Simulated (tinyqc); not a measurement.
Capacitances against the line height.

Endless row of lines of width wl, height tl and space sl between grounded planes at distance hd; e2 fills the gaps beside the lines, e1 the rest. Laplace's equation is solved on meshes of 3, 6 and 12 steps per unit u and extrapolated (Aitken), which is good to about 0.2 %. C_even (all lines at 1 V) is the capacitance Cg to the planes; C_odd (neighbours in antiphase) = Cg + 4 Cc if only nearest neighbours couple, which defines Cc; total with quiet neighbours Cg + 2 Cc. Plate values 2 eps0 e1 wl/hd and eps0 e2 tl/sl.

Values chosen for this exercise:
- e1 = 4.2 (relative permittivity above and below the lines)
- e2 = 2.7 (relative permittivity between the lines)
- wl = 6 u (line width, in units u)
- sl = 6 u (space between lines)
- hd = 4 u (distance to each plane)

Constants: eps0 = 8.8541878128e-12 F/m. Results are converted to the units shown.

The same in every row: plate Cg (aF/um) = 112.

Capacitances against the line height:
columns A: tl (u); B: Cg (aF/um); C: Cc (aF/um); D: Cg + 2 Cc (aF/um); E: C_odd (aF/um); F: plate Cc (aF/um); G: share of coupling, 2 Cc/(Cg + 2 Cc) (%)
```
A     B     C    D    E     F     G
2   185  10.4  205  226  7.97  10.1
4   190  17.2  224  258  15.9  15.4
6   192  24.7  241  290  23.9  20.5
8   192  32.5  257  322  31.9  25.3
12  193  48.4  289  386  47.8  33.4
16  193  64.3  321  450  63.8  40.0
```

What does the table show?

As tl goes from 2 to 16, Cg rises from 185 to 193 aF/um, Cc rises from 10.4 to 64.3 aF/um and the share of coupling rises from 10.1 to 40.0 %. Cg is 1.65 times its plate value in the first row and 1.73 times in the last; for Cc the ratios are 1.30 and 1.01. Neighbours in antiphase raise the load by a factor of 1.10 and 1.40 over quiet ones.

Program tinyqc, `OMP_NUM_THREADS=1 python tinyqc.py 2790126 2790127 out.jsonl`; Intel Xeon 2.30GHz, shared host, one thread, about 0.7 s.
